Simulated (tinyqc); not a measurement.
Internal photoemission over an interface barrier: one step of the calculation.

Electrons are excited from a metal over the barrier Phi(F) = P0 - sqrt(q F/(4 pi eps0 ei)), whose top lies at xm = sqrt(q/(16 pi eps0 ei F)). The yield is Y = A (hv - Phi)^p exp(-xm/l), with A = 1 here.

Problem. Threshold from a spectrum. The yields were made at this field with a scatter of 2 %. Fit Y^(1/n) on hv by least squares for n = 2 and n = 3; the zero of the line is the threshold.

hv, point 0 to 5 (eV): [1.3, 1.43, 1.56, 1.69, 1.82, 1.95]
Y, point 0 to 5: [0.01276, 0.04515, 0.09336, 0.1665, 0.2526, 0.3619]

Give: Y^(1/2); Y^(1/3); threshold for n = 2; threshold for n = 3.

Solution.

Y^(1/2), point 0 to 5: [0.1130, 0.2125, 0.3055, 0.4080, 0.5026, 0.6016]
Y^(1/3), point 0 to 5: [0.2337, 0.3561, 0.4536, 0.5501, 0.6321, 0.7126]
threshold for n = 2 = 1.149 eV
threshold for n = 3 = 0.9537 eV

Computed by the program tinyqc: `OMP_NUM_THREADS=1 python tinyqc.py 2410042 2410043 out.jsonl`, one thread of a shared Intel Xeon 2.30GHz, about 0.01 s for the whole run.
